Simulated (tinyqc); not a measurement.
# MOS inversion layer, Poisson-Schroedinger loop: what changes with what

Electrons confined at an insulator interface at z = 0, treated as a hard wall; parabolic valleys, Hartree approximation, no image or exchange terms. The depletion charge lies far deeper than the electrons and gives a uniform field q Nd/(eps0 eps_r); the gate balances all charge. Energies are counted from the band edge at the interface.

Inputs (values chosen for the exercise); masses and permittivity close to those of germanium (111): temperature T = 300 K; relative permittivity eps_r = 16.2; mass along z of valley set A (1 valley(s)) mz1 = 1.56 m0; in-plane density-of-states mass of set A md1 = 0.0826 m0; mass along z of valley set B (3 valley(s)) mz2 = 0.0925 m0; in-plane density-of-states mass of set B md2 = 0.342 m0; sheet density of electrons Ns = 9.4e11 cm^-2; sheet density of depletion charge Nd = 1.6e11 cm^-2; extra shift of set B (strain) dE = 0 eV.

Constants: q = 1.602176634e-19 C, kB = 1.380649e-23 J/K, hbar = 1.054571817e-34 J s, m0 = 9.1093837015e-31 kg, Vt = kB T/q, eps0 = 8.8541878128e-14 F/cm where lengths are in cm, hbar^2/(2 m0) = 0.0380998212 eV nm^2. Results are converted to the units shown.

Each table varies one quantity; the others keep the values above.

## Effect of the extra shift of set B (strain)

Schroedinger equation -(C/mz) psi'' + (V0 + U + dE for set B) psi = E psi, C = hbar^2/(2 m0), psi(0) = 0, on a uniform mesh of 800 nodes with a far wall at 84 nm, 8 levels a set; V0 = q Nd z/(eps0 eps_r); dU/dz = q (Ns - integral of n from 0 to z)/(eps0 eps_r), U(0) = 0; N_k = g md m0 q Vt/(pi hbar^2) ln(1 + exp((EF - E_k)/Vt)), g the number of valleys of the set, sum N_k = Ns. Triangular well: E_k = a_k (C F^2/mz)^(1/3), a_1 = 2.338107, a_2 = 4.087949, C = hbar^2/(2 m0), F in eV/nm. Fang-Howard (all electrons in the lowest level of set A): b^3 = 6 (mz1/C) q (Nd + 11 Ns/32)/(eps0 eps_r), centroid 3/b, level C b^2/(4 mz1) + (3/b) q (Nd + 11 Ns/16)/(eps0 eps_r). The centroid adds 3.9 z_av/eps_r to an oxide-equivalent thickness.

The same in every row: Fang-Howard centroid (nm) = 2.73.

Result of one run:

| dE (eV) | A1 (meV) | B1 (meV) | EF (meV) | share of A1 (%) | share of set A (%) | centroid z_av (nm) | added oxide equivalent (nm) |
|---|---|---|---|---|---|---|---|
| -0.05 | 35.4 | 31.4 | -43.4 | 4.40 | 8.63 | 9.38 | 2.26 |

What becomes of these results when the extra shift of set B (strain) dE is changed from -0.05 to 0.07 eV, all else the same?

Result of the changed run:

| dE (eV) | A1 (meV) | B1 (meV) | EF (meV) | share of A1 (%) | share of set A (%) | centroid z_av (nm) | added oxide equivalent (nm) |
|---|---|---|---|---|---|---|---|
| 0.07 | 33.6 | 141 | 12.6 | 34.8 | 86.6 | 6.36 | 1.53 |

The whole series:

| dE (eV) | A1 (meV) | B1 (meV) | EF (meV) | share of A1 (%) | share of set A (%) | centroid z_av (nm) | added oxide equivalent (nm) |
|---|---|---|---|---|---|---|---|
| -0.05 | 35.4 | 31.4 | -43.4 | 4.40 | 8.63 | 9.38 | 2.26 |
| -0.02 | 35.1 | 59.5 | -19.9 | 10.7 | 21.9 | 8.92 | 2.15 |
| 0.01 | 34.5 | 86.5 | -2.74 | 20.2 | 44.2 | 8.11 | 1.95 |
| 0.04 | 34.0 | 113 | 7.57 | 29.2 | 68.9 | 7.14 | 1.72 |
| 0.07 | 33.6 | 141 | 12.6 | 34.8 | 86.6 | 6.36 | 1.53 |
| 0.1 | 33.5 | 170 | 14.5 | 37.3 | 95.2 | 5.95 | 1.43 |
| 0.13 | 33.4 | 200 | 15.2 | 38.2 | 98.4 | 5.78 | 1.39 |
| 0.16 | 33.4 | 230 | 15.5 | 38.4 | 99.5 | 5.72 | 1.38 |

As dE goes from -0.05 to 0.16, A1 falls from 35.4 to 33.4 meV, the share of A1 rises from 4.40 to 38.4 % and the centroid falls from 9.38 to 5.72 nm. The Fang-Howard centroid is 71 % below the full one in the first row, where A1 holds 4.40 %, and 52 % below it in the last, where A1 holds 38.4 %. In every row the eighth level of a set still holds over 0.4 % of the electrons, so more levels and a farther wall would raise the centroid.

## Effect of the sheet density of electrons

Schroedinger equation -(C/mz) psi'' + (V0 + U + dE for set B) psi = E psi, C = hbar^2/(2 m0), psi(0) = 0, on a uniform mesh of 800 nodes with a far wall at 130 nm, 8 levels a set; V0 = q Nd z/(eps0 eps_r); dU/dz = q (Ns - integral of n from 0 to z)/(eps0 eps_r), U(0) = 0; N_k = g md m0 q Vt/(pi hbar^2) ln(1 + exp((EF - E_k)/Vt)), g the number of valleys of the set, sum N_k = Ns.

Effect of the sheet density of electrons:

| Ns (cm^-2) | A1 (meV) | B1 (meV) | EF (meV) | share of A1 (%) | share of set A (%) | centroid z_av (nm) | added oxide equivalent (nm) | Fang-Howard centroid (nm) |
|---|---|---|---|---|---|---|---|---|
| 1e11 | 13.6 | 33.4 | -113 | 6.74 | 24.1 | 13.6 | 3.28 | 3.70 |
| 2.1e11 | 17.1 | 41.0 | -84.9 | 8.14 | 26.0 | 12.4 | 2.99 | 3.49 |
| 4.5e11 | 23.7 | 54.9 | -50.0 | 11.1 | 29.7 | 10.6 | 2.54 | 3.15 |
| 9.7e11 | 35.3 | 78.8 | -5.68 | 17.1 | 36.3 | 8.32 | 2.00 | 2.71 |
| 2.1e12 | 55.1 | 117 | 51.7 | 26.8 | 46.1 | 6.11 | 1.47 | 2.23 |
| 4.4e12 | 86.5 | 176 | 128 | 35.9 | 55.5 | 4.42 | 1.06 | 1.81 |
| 9.4e12 | 140 | 277 | 249 | 39.8 | 61.3 | 3.21 | 0.772 | 1.43 |
| 2e13 | 231 | 453 | 451 | 37.9 | 61.6 | 2.41 | 0.581 | 1.12 |

What does the table show?

As Ns goes from 1e11 to 2e13, A1 rises from 13.6 to 231 meV, the share of A1 goes from 6.74 through a maximum of 39.8 (at Ns = 9.4e12 among the rows listed) to 37.9 % and the centroid falls from 13.6 to 2.41 nm. A1 goes as Ns^(0.66) between the last two rows (a triangular well in the field of that charge alone gives 2/3). EF lies more than 2 meV above A1 for Ns = 4.4e12, 9.4e12, 2e13. The Fang-Howard centroid is 73 % below the full one in the first row, where A1 holds 6.74 %, and 54 % below it in the last, where A1 holds 37.9 %. For Ns = 1e11, 2.1e11, 4.5e11, 9.7e11, 2.1e12 the eighth level of a set still holds over 0.4 % of the electrons, so more levels and a farther wall would raise the centroid.

tinyqc, about 1 s, one thread, Intel Xeon 2.30GHz (shared host): `OMP_NUM_THREADS=1 python tinyqc.py 2160004 2160005 out.jsonl`
